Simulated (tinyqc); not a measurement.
# Trench capacitor in an array: capacitance, non-linearity, leakage and relaxation: capacitance, non-linearity and leakage against thickness

A film between two metal electrodes, each interface adding a series capacitance ci. The small-signal permittivity is ek (1 + aq E^2); the field is found with the linear permittivity. Leakage J = J0 sinh(E/Ef). After a voltage step the film passes a relaxation current kr C V tt^(-nr), tt being the time in seconds. The sidewall is a coaxial capacitor with radii a = dm/2 - t and b = dm/2, depth AR dm; the end face is left out.

Planar film: Cf = eps0 ek/t, 1/C = 1/Cf + 2/ci, EOT = 3.9 eps0/C, effective permittivity C t/eps0, E = (V/t) C/Cf; quadratic coefficient [C(V)/C - 1]/V^2 with Cf (1 + aq E^2) in C(V).

Values chosen for this exercise; permittivity of the order of that of tantalum oxide: relative permittivity of the film ek = 27.4; capacitance of each electrode interface (dead layer and screening) ci = 190 uF/cm^2; quadratic field coefficient of the permittivity aq = 0.008 cm^2/MV^2; bias V = 1.1 V; leakage prefactor J0 = 6.1e-11 A/cm^2; field for an e-fold rise of the leakage Ef = 0.16 MV/cm.

Constants: eps0 = 8.8541878128e-14 F/cm where lengths are in cm. Results are converted to the units shown.

Capacitance, non-linearity and leakage against thickness:
```
t (nm),C (uF/cm^2),EOT (nm),effective permittivity,E (MV/cm),quadratic coefficient (ppm/V^2),J (A/cm^2)
2.5,8.805,0.3922,24.86,3.992,9.449e4,2.092
3.7,6.134,0.5630,25.63,2.781,4.764e4,0.001079
5.5,4.215,0.8192,26.18,1.911,2.305e4,4.700e-6
8.2,2.869,1.204,26.57,1.301,1.085e4,1.036e-7
12,1.980,1.744,26.83,0.8976,5215,8.329e-9
18,1.329,2.598,27.02,0.6026,2367,1.317e-9
27,0.8901,3.879,27.14,0.4036,1067,3.775e-10
40,0.6027,5.730,27.23,0.2733,490.5,1.627e-10
60,0.4026,8.576,27.28,0.1826,219.4,8.571e-11
```

Read the table: what changes, and by how much?

C falls from 8.80 to 0.403 uF/cm^2 while the effective permittivity goes from 24.9 to 27.3 (ek = 27.4). EOT is a straight line in t with slope 3.9/ek = 0.142 and intercept 0.0363 nm. The quadratic coefficient goes as t^(-1.75) between the first two rows and t^(-1.98) between the last two (-2 without interfaces), and J falls by 10.4 decades. For t = 2.5, 3.7 direct tunnelling, left out, would add to the leakage.

Computed by the program tinyqc: `OMP_NUM_THREADS=1 python tinyqc.py 2102144 2102145 out.jsonl`, one thread of a shared Intel Xeon 2.30GHz, about 0.01 s for the whole run.
